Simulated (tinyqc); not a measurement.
Solubility, supersaturation, precipitation and gettering of an impurity in a silicon-like host: one step, computed by the program tinyqc. Command: `OMP_NUM_THREADS=1 python tinyqc.py 3011686 3011687 out.jsonl ripen walk`. One thread of a shared host (Intel(R) Xeon(R) Processor @ 2.30GHz), about 0.01 s of CPU time with the checks.

The wafer was saturated at T1 and is then held at T.

Question. Ham's law for sinks of fixed radius. tau0 = 1/(4 pi n r0 D); C_fixed(t) = C_eq + (C0 - C_eq) exp(-t/tau0). If all excess precipitates, the final radius is r_f = [r0^3 + 3 (C0 - C_eq)/(4 pi n C_p)]^(1/3), with tau_f = 1/(4 pi n r_f D).

Inputs (values chosen for the exercise, modelled on chromium in silicon):
```
quantity                                   value    unit
temperature of saturation T1                1400       K
anneal temperature T                        1122       K
sink density n                           9.3e+07  1/cm^3
initial sink radius r0                        37      nm
impurity density in the precipitate C_p  5.6e+22  1/cm^3
anneal time t                               1200       s
```

D(T) = 1.707384e-07 cm^2/s

C_eq(T) = 9.660167e+11 1/cm^3

C0 = 3.229780e+14 1/cm^3

Give: tau0; C_fixed(t); final radius r_f; tau_f.

Answer.

tau0 = 1354 s

C_fixed(t) = 1.337e+14 1/cm^3

final radius r_f = 40.29 nm

tau_f = 1244 s

The sinks hardly grow, so the fixed radius is a good model. Caution: the barrier to homogeneous nucleation is below 35 k_B T for these inputs, so new precipitates would form and outnumber the fixed sinks assumed here.
